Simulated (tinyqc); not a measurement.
# Off-state leakage of single and stacked transistors: subthreshold current against the height of the stack

n-channel devices of unit width. Subthreshold current I(Vg, Vs, Vd) = I0 (T/300 K)^0.5 exp[(Vg - Vs - VT(T) - gb (Vs - Vb) + dd (Vd - Vs))/(nf Vt)] (1 - exp(-(Vd - Vs)/Vt)), VT(T) = VT - cT (T - 300 K). Gate-edge tunnelling Ig (Vd/1 V) exp(ag (Vd - 1 V)), for a gate at 0 V, and band-to-band leakage Ab u exp(-Bb/u), u = Vd - Vb + 1 V, flow at a drain held at V; both are taken as independent of T. In a stack of off transistors (all gates at 0 V) the same subthreshold current passes through each.

All n gates at 0 V, bottom source at 0 V, top drain at V; node voltages follow from equal currents.

Inputs (values chosen for the exercise); values of the order met in bulk silicon logic transistors:

| symbol | value | unit | meaning |
|---|---|---|---|
| T | 300 | K | temperature |
| V | 0.9 | V | supply voltage |
| VT | 0.28 | V | threshold at 300 K, zero drain and body bias |
| cT | 0.7 | mV/K | fall of the threshold with temperature |
| I0 | 0.92 | uA/um | current at threshold at 300 K |
| nf | 1.46 |  | slope factor |
| dd | 0.12 |  | drain-induced lowering per volt |
| gb | 0.19 |  | rise of the threshold per volt of source-body bias |
| Vb | -0.3 | V | body voltage |

Constants: q = 1.602176634e-19 C, kB = 1.380649e-23 J/K, Vt = kB T/q. Results are converted to the units shown.

Subthreshold current against the height of the stack:
columns A: n; B: I (nA/um); C: reduction factor; D: drain voltage of the bottom device (mV); E: source voltage of the top device (mV); F: voltage across the top device (V)
```
A        B      C      D      E       F
1    2.132  1.000  900.0      0  0.9000
2   0.1478  14.43  76.91  76.91  0.8231
3  0.07404  28.80  21.63  96.82  0.8032
4  0.04941  43.16  12.74  108.5  0.7915
5  0.03709  57.49  9.055  116.7  0.7833
6  0.02969  71.82  7.030  123.1  0.7769
```

The second transistor cuts the current by a factor of 14.4, the third by a further 2.00 and the sixth by 1.25. The top device keeps 86.3 % of the supply at n = 6, while the drain voltage of the bottom one falls to 0.272 Vt.

tinyqc, about 0.03 s, one thread, Intel Xeon 2.30GHz (shared host): `OMP_NUM_THREADS=1 python tinyqc.py 2242145 2242146 out.jsonl`
